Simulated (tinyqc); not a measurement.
Plane-wave Kohn-Sham cycle with exchange-only LDA in a layered model solid, step by step. One step of it, computed by the program tinyqc.

Question. Iteration 2: Hamiltonian at one k. H(m,m') = (k + G_m)^2/2 delta + V(G_m - G_m'), with V(-G) = V(G).

A solid whose potential varies along x alone (atomic units):
```
parameter,value
period a,13.200000
cross-section of the cell,12.000000
electrons per cell,2
grid points,16
"plane waves -n..n, n",3
k points,3
V1 in V1 cos(2 pi x/a),-0.510000
V2 in V2 cos(4 pi x/a),0.080000
```

V(G_m), m = 0, 1, 2, ... (hartree): -0.228955  -0.227618  0.046633  0.000183  -0.000075  0.000078  0.000041

k = 0.000000 2 pi / a

Give: H.

Answer.

H (hartree), lower triangle:
```
,-3,-2,-1,+0,+1,+2,+3
-3,0.7906
-2,-0.2276,0.2242
-1,0.0466,-0.2276,-0.1157
+0,0.0002,0.0466,-0.2276,-0.2290
+1,-0.0001,0.0002,0.0466,-0.2276,-0.1157
+2,0.0001,-0.0001,0.0002,0.0466,-0.2276,0.2242
+3,0.0000,0.0001,-0.0001,0.0002,0.0466,-0.2276,0.7906
```
